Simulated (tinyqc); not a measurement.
Single-photon avalanche diode, trigger probability and counting: one step of the calculation.

A multiplication layer of width W with the uniform field V/W; alpha = an exp(-bn/E) for electrons, beta = ap exp(-bp/E) for holes (local model, no dead space). a = alpha W, b = beta W. Electrons enter at x = 0, holes at x = W. P0 is the probability that an electron entering at 0 starts a lasting avalanche, PW the same for a hole entering at W.

Question. Ionisation integrals at and above breakdown. Breakdown: ln(a/b) = a - b with a not equal to b. VB is given; V = VB + Vx.

Values chosen for this exercise; ionisation coefficients close to those of silicon: electron prefactor an = 6.92e5 1/cm; electron field bn = 1.2 MV/cm; hole prefactor ap = 1.55e6 1/cm; hole field bp = 2.03 MV/cm; width of the multiplication layer W = 1 um; excess bias Vx = 7.3 V.

breakdown voltage VB = 34.006262 V

Find: E at VB; a at VB; b at VB; E at V; a; b.

Answer.

E at VB = 0.34006 MV/cm
a at VB = 2.0304
b at VB = 0.39611
E at V = 0.41306 MV/cm
a = 3.7881
b = 1.1376

At VB, ln(a/b) = 1.634 equals a - b.

Computed by the program tinyqc: `OMP_NUM_THREADS=1 python tinyqc.py 2630153 2630154 out.jsonl`, one thread of a shared Intel Xeon 2.30GHz, about 0.01 s for the whole run.
